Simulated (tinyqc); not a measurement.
# One level from two frequencies

Inverse problem. A single interface trap level in an MOS capacitor has the conductance Gp/w = Cit w tau/(1 + w^2 tau^2), w = 2 pi f. Find tau and Cit.

Gp/w at f = 110 and 860 Hz (nF/cm^2): [5.7101579, 5.1398592]

Solution. w/(Gp/w) = 1/(Cit tau) + (tau/Cit) w^2 is linear in w^2; the two coefficients give tau and Cit.

tau = 5.54e-4 s
Cit = 17.1 nF/cm^2

tinyqc, about 0.01 s, one thread, Intel Xeon 2.30GHz (shared host): `OMP_NUM_THREADS=1 python tinyqc.py 2030144 2030145 out.jsonl`
